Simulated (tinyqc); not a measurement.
# Surface potential of a MOS transistor: implicit equation and explicit approximations: two studies

p-type body, charge-sheet picture, depletion and inversion only, full ionisation (an idealisation for deep acceptors), Boltzmann statistics (rough once Na exp(x - xn) passes about Nc/7). In units of Vt: xg = (Vg - Vfb)/Vt, x = psi/Vt, G = gamma/sqrt(Vt), xn = (2 phiF + Vc)/Vt. The implicit equation is (xg - x)^2 = G^2 [x - 1 + exp(x - xn)] for x above about 3. Cox = eps0 eox/tox.

Inputs (values chosen for the exercise); band and dielectric values close to those of silicon:
- T = 400 K (temperature)
- Eg = 1.13 eV (band gap)
- eps_r = 11.8 (relative permittivity)
- Nc = 4.33e19 cm^-3 (conduction-band density of states at T)
- Nv = 4.05e19 cm^-3 (valence-band density of states at T)
- eox = 8.95 (relative permittivity of the gate insulator (close to aluminium oxide))
- tox = 30 nm (insulator thickness)
- Na = 1.1e18 cm^-3 (acceptor density)
- Vfb = -0.6 V (flat-band voltage)
- Vc = 0 V (channel-body voltage)
- Vg = 2.43 V (gate-body voltage)

Constants: q = 1.602176634e-19 C, kB = 1.380649e-23 J/K, Vt = kB T/q, eps0 = 8.8541878128e-14 F/cm where lengths are in cm. Results are converted to the units shown.

Each table varies one quantity; the others keep the values above.

## Accuracy of the approximations against gate voltage

ni = sqrt(Nc Nv) exp(-Eg/(2 Vt)), Eg in volts; phiF = Vt ln(Na/ni); gamma = sqrt(2 q eps0 eps_r Na)/Cox; VT = Vfb + Vt (xn + G sqrt(xn - 1)). Depletion value a = 1 + [sqrt(G^2/4 + xg - 1) - G/2]^2; inversion value b = xn + ln[(xg - xn)^2/G^2 - xn + 1] and first guess y = min(a, b) - ln(1 + exp(-|a - b|)) if a > xn + 1, else b = y = a; one second-order correction with D = exp(y - xn), p = 2 (xg - y) + G^2 (1 + D), w = (xg - y)^2 - G^2 (y - 1 + D): z = y + 2 w/(p + sqrt(p^2 - 2 (2 - G^2 D) w)), or the Newton step z = y + w/p where the root is not real. N_inv = (Cox Vt G/q) [sqrt(x - 1 + exp(x - xn)) - sqrt(x - 1)] at the root. Lambert form (Cox m Vt/q) W0[(G/(2 m sqrt(xn - 1))) exp((Vg - VT)/(m Vt))], m = 1 + G/(2 sqrt(xn - 1)). Errors under 1e-4 mV, and the linear form below VT, are printed as 0.

Accuracy of the approximations against gate voltage:

| Vg (V) | psi (V) | x - xn | error of y (mV) | error of z (mV) | N_inv (cm^-2) | Cox (Vg - VT)/q (cm^-2) | Lambert form (cm^-2) |
|---|---|---|---|---|---|---|---|
| 1.99 | 0.7064 | -5.009 | 0.134 | 0 | 5.316e8 | 0 | 4.049e8 |
| 2.19 | 0.7899 | -2.589 | 1.47 | 0 | 5.635e9 | 0 | 5.144e9 |
| 2.39 | 0.8659 | -0.3841 | 13.0 | -0.116 | 4.842e10 | 0 | 4.836e10 |
| 2.59 | 0.9155 | 1.056 | 7.50 | -0.0430 | 1.947e11 | 3.289e11 | 1.979e11 |
| 2.79 | 0.9437 | 1.874 | 13.6 | -0.398 | 4.215e11 | 6.587e11 | 4.288e11 |
| 2.99 | 0.9619 | 2.403 | 12.3 | -0.315 | 6.852e11 | 9.884e11 | 6.965e11 |
| 3.19 | 0.9752 | 2.789 | 10.5 | -0.193 | 9.670e11 | 1.318e12 | 9.823e11 |
| 3.39 | 0.9857 | 3.092 | 9.13 | -0.124 | 1.259e12 | 1.648e12 | 1.278e12 |
| 3.59 | 0.9943 | 3.342 | 8.07 | -0.0842 | 1.558e12 | 1.978e12 | 1.581e12 |

What does the comparison show?

psi rises from 0.706 to 0.994 V and ends 3.3 Vt above 2 phiF + Vc. Among the rows the first guess is off by at most 14 mV (at Vg = 2.79 V) and the corrected value by at most 0.40 mV. In the last row the linear form is 27 % above N_inv and the Lambert form 1.5 % above it; in the first row the Lambert form is 24 % below it. For Vg = 2.79, 2.99, 3.19, 3.39, 3.59 the electron quasi-Fermi level lies less than 2 Vt below the band edge at the surface, or above it, where degeneracy and confinement, left out, matter.

## Effect of the channel-body voltage at fixed gate voltage

Same model as above.

Effect of the channel-body voltage at fixed gate voltage:

| Vc (V) | psi (V) | x - xn | error of y (mV) | error of z (mV) | N_inv (cm^-2) | Cox (Vg - VT)/q (cm^-2) | Lambert form (cm^-2) |
|---|---|---|---|---|---|---|---|
| 0 | 0.8782 | -0.02645 | 18.5 | -0.508 | 6.854e10 | 6.516e10 | 6.895e10 |
| 0.2 | 0.8966 | -5.294 | 0.0957 | 0 | 3.530e8 | 0 | 2.806e8 |
| 0.4 | 0.8967 | -11.09 | 2.90e-4 | 0 | 1.069e6 | 0 | 5.318e5 |
| 0.6 | 0.8967 | -16.90 | 0 | 0 | 3230 | 0 | 865.2 |
| 0.8 | 0.8967 | -22.70 | 0 | 0 | 9.758 | 0 | 1.270 |

What does the comparison show?

As Vc goes from 0 to 0.8, psi rises from 0.878 to 0.897 V, x - xn falls from -0.0264 to -22.7 and N_inv falls from 6.85e10 to 9.76 cm^-2. The Lambert form lies between 0.130 and 1.01 times N_inv.

Numbers from tinyqc (`OMP_NUM_THREADS=1 python tinyqc.py 2122187 2122188 out.jsonl`; about 0.01 s on one thread of a shared Intel Xeon 2.30GHz).
